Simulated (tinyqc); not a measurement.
Inside a calculation: quaternary alloy A(x)B(1-x)C(y)D(1-y) matched to a substrate. Values are carried at full precision from step to step, so a last printed digit may differ when a step is redone from the rounded ones.

Matching a(x,y) = a_s gives x = (a_s - y a_BC - (1 - y) a_BD)/(y (a_AC - a_BC) + (1 - y)(a_AD - a_BD)).
Constants: hc = 1239.841984 eV nm.

Parameters, chosen for this exercise (AC, AD, BC, BD near GaAs, GaP, InAs and InP; substrate near InP; shifted at random, so the results belong to these values and not to a real crystal): a = (5.653, 5.457, 6.064, 5.864) angstrom (lattice constants of AC, AD, BC, BD); a_s = 5.864 angstrom (substrate); y = 0.92 (fraction of C); Eg = (1.523, 2.914, 0.416, 1.442) eV (gaps at Gamma of AC, AD, BC, BD); Cb = (0.538, 0.643, 0.193, 0.093) eV (bowing of ABC, ABD, ACD, BCD); dx = 0.022 (error of x in growth).

## The matched composition

Give numerator, denominator and x.

numerator = -0.18400 angstrom
denominator = -0.41068 angstrom
x = 0.4480

## The gap by rule 1

Q(x,y) = x y Q_AC + x (1 - y) Q_AD + (1 - x) y Q_BC + (1 - x)(1 - y) Q_BD for the lattice constant. Gap, rule 1: Q(x,y) - x (1 - x)[y C_ABC + (1 - y) C_ABD] - y (1 - y)[x C_ACD + (1 - x) C_BCD]. Rule 2 (mean of ternaries): {x (1 - x)[y T_ABC(x) + (1 - y) T_ABD(x)] + y (1 - y)[x T_ACD(y) + (1 - x) T_BCD(y)]}/{x (1 - x) + y (1 - y)}, T_ABC(x) = x E_AC + (1 - x) E_BC - C_ABC x (1 - x), T_ACD(y) = y E_AC + (1 - y) E_AD - C_ACD y (1 - y), and alike. Only the Gamma valley is followed.

Give the four weights, the bilinear part, the two bowing terms, the gap and hc/gap.

weights of AC, AD, BC, BD: [0.4122, 0.0358, 0.5078, 0.0442]

bilinear part = 1.0071 eV

bowing terms (eV): [0.1351, 0.0101]

gap = 0.8619 eV
wavelength = 1439 nm

## The gap by rule 2

Give the four ternary gaps and their weighted mean.

T_ABC, T_ABD, T_ACD, T_BCD (eV): [0.7789, 1.9425, 1.6201, 0.4912]

gap = 0.9007 eV

Rule 2 lies 39 meV above rule 1: it averages the two bowing terms where rule 1 adds them. Both agree on the ternary edges.

## An error in composition

Replace x by x + dx; mismatch (a_s - a)/a and change of the relaxed gap by rule 1.

a = 5.8550 angstrom
mismatch = 0.154 %
change of the gap = 23.8 meV

The layer would be under tension; the strain shift of the gap is not included.

## Checks

- Lattice constant at the matched composition against a_s (angstrom): both 5.8640.
- Rule 2 as a mean of ternaries against its form with averaged bowing (eV): both 0.9007.

tinyqc: `OMP_NUM_THREADS=1 python tinyqc.py 1050640 1050641 out.jsonl`; about 0.01 s, one thread, shared Intel(R) Xeon(R) Processor @ 2.30GHz.
